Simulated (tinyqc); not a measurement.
# Tunnelling through a two-layer gate stack, WKB transmission and Tsu-Esaki current: several studies

Electrons leave the emitter at x = 0. Energies E (motion across the layers) are in eV from the emitter Fermi level; the collector Fermi level lies at -V and offers states at every E. No charge in the dielectric and no image force: F1 = V/(t1 + t2 eps1/eps2), F2 = F1 eps1/eps2; U = phi1 - F1 x in layer 1 and phi2 - F1 t1 - F2 (x - t1) in layer 2. With C = hbar^2/(2 m0), kappa = sqrt(m (U - E)/C) where U > E and 0 elsewhere; T(E) = exp(-S), S = 2 times the integral of kappa over x.

Values chosen for this exercise; layer 1 close to silicon nitride, layer 2 close to hafnium oxide:
```
symbol,value,unit,meaning
T,300,K,temperature
Ef,0.31,eV,Fermi energy of the emitter above its band bottom
me,0.21,m0,emitter mass in the supply function
phi1,2.06,eV,barrier of layer 1 above the emitter Fermi level at zero bias
m1,0.48,m0,tunnelling mass of layer 1
t1,0.9,nm,thickness of layer 1
eps1,7.43,,relative permittivity of layer 1
phi2,1.57,eV,barrier of layer 2 at zero bias
m2,0.19,m0,tunnelling mass of layer 2
t2,1.5,nm,thickness of layer 2
eps2,22.2,,relative permittivity of layer 2
V,1.3,V,voltage across the dielectric
```

Constants: q = 1.602176634e-19 C, kB = 1.380649e-23 J/K, hbar = 1.054571817e-34 J s, m0 = 9.1093837015e-31 kg, Vt = kB T/q, hbar^2/(2 m0) = 0.0380998212 eV nm^2. Results are converted to the units shown.

Each table varies one quantity; the others keep the values above.

## Current against voltage

Each layer adds (2/F) sqrt(m/C) [G(u at its left edge) - G(u at its right edge)] to S, with u = U - E (0 where negative) and G(u) = (2/3) u^1.5. J = J0 times the integral of T(E) N(E) dE, N = ln[(1 + exp(-E/Vt))/(1 + exp((-E - V)/Vt))], J0 = q^2 me m0 kB T/(2 pi^2 hbar^3) (times 1e-4 for A/cm^2 per eV), from E = -Ef to far above the barrier (T = 1 there), by quadrature converged to the digits shown.

Current against voltage:
```
V (V)  S at E = 0  T(E = 0)  J (A/cm^2)  mean E of the current (eV)
0.2         16.97  4.272e-8       2.567                     -0.1582
0.49        16.05  1.072e-7       6.831                     -0.1658
0.77        15.08  2.830e-7       16.96                     -0.1630
1.06        13.95  8.728e-7       47.91                     -0.1589
1.35        12.62  3.301e-6       157.6                     -0.1521
1.64        10.70  2.251e-5       730.2                     -0.1330
1.92        8.890  1.377e-4        4956                     -0.1326
2.21        7.667  4.679e-4     2.265e4                     -0.1493
2.5         7.032  8.830e-4     6.269e4                     -0.1654
```

Read the table: what changes, and by how much?

J rises from 2.57 to 62700 A/cm^2, by 1.47 decades a volt between the first two rows and 1.52 between the last two. From V = 1.64 V on (among the rows) a band edge falls below the emitter Fermi level, so electrons at E = 0 no longer cross the full thickness. In 4 of the 9 rows the field exceeds 10 MV/cm (up to 17.8), more than most dielectrics sustain; the model ignores breakdown.

## Effect of the barrier height

Same model as above.

Effect of the barrier height:
```
phi1 (eV)  S at E = 0  T(E = 0)  J (A/cm^2)  mean E of the current (eV)
1               9.466  7.742e-5        2984                     -0.1402
1.2             10.29  3.406e-5        1429                     -0.1450
1.4             10.99  1.687e-5       747.8                     -0.1481
1.6             11.62  9.009e-6       416.0                     -0.1503
1.8             12.19  5.082e-6       242.2                     -0.1519
2               12.72  2.990e-6       146.2                     -0.1533
2.2             13.22  1.820e-6       90.93                     -0.1544
2.4             13.69  1.139e-6       57.95                     -0.1554
```

Read the table: what changes, and by how much?

J falls from 2980 to 57.9 A/cm^2, on average 1.22 decades for each eV, while S rises from 9.47 to 13.7.

## Effect of the thickness t1 at fixed voltage

Same model as above.

Effect of the thickness t1 at fixed voltage:
```
t1 (nm)  S at E = 0  T(E = 0)  J (A/cm^2)  mean E of the current (eV)
0.5           9.771  5.706e-5        3504                     -0.1646
0.67          11.07  1.553e-5       865.1                     -0.1600
0.84          12.40  4.120e-6       209.4                     -0.1553
1.01          13.74  1.074e-6       50.00                     -0.1506
1.19          15.18  2.550e-7       10.87                     -0.1457
1.36          16.55  6.493e-8       2.556                     -0.1410
1.53          17.93  1.641e-8      0.5984                     -0.1364
1.7           19.31  4.122e-9      0.1398                     -0.1317
```

J falls from 3500 to 0.140 A/cm^2: 3.57 decades a nanometre between the first two rows and 3.72 between the last two. The exponent S alone gives dS/dt/ln 10 = 3.32 and 3.53. In 2 of the 8 rows the field exceeds 10 MV/cm (up to 13.0), more than most dielectrics sustain; the model ignores breakdown. In 2 of the 8 rows a layer is thinner than 0.8 nm, a few atomic planes, where an effective mass is a rough description.

## Effect of the tunnelling mass m1

Same model as above.

Results:
```
m1 (m0)  S at E = 0  T(E = 0)  J (A/cm^2)  mean E of the current (eV)
0.12          8.789  1.524e-4        9102                     -0.1635
0.15          9.271  9.410e-5        5491                     -0.1623
0.25          10.60  2.493e-5        1365                     -0.1592
0.31          11.27  1.277e-5       677.1                     -0.1576
0.4           12.16  5.231e-6       266.2                     -0.1554
0.5           13.04  2.170e-6       106.0                     -0.1532
0.63          14.06  7.817e-7       36.47                     -0.1507
```

Estimate the missing row, m1 = 0.2 m0.

Computed row:
```
m1 (m0)  S at E = 0  T(E = 0)  J (A/cm^2)  mean E of the current (eV)
0.2           9.977  4.644e-5        2619                     -0.1607
```

With this row back in the table: J falls from 9100 to 36.5 A/cm^2. S goes as m1^(0.28): only one of the two layers feels this mass, so the power is below 0.5.

Numbers from tinyqc (`OMP_NUM_THREADS=1 python tinyqc.py 2540072 2540073 out.jsonl`; about 0.04 s on one thread of a shared Intel Xeon 2.30GHz).
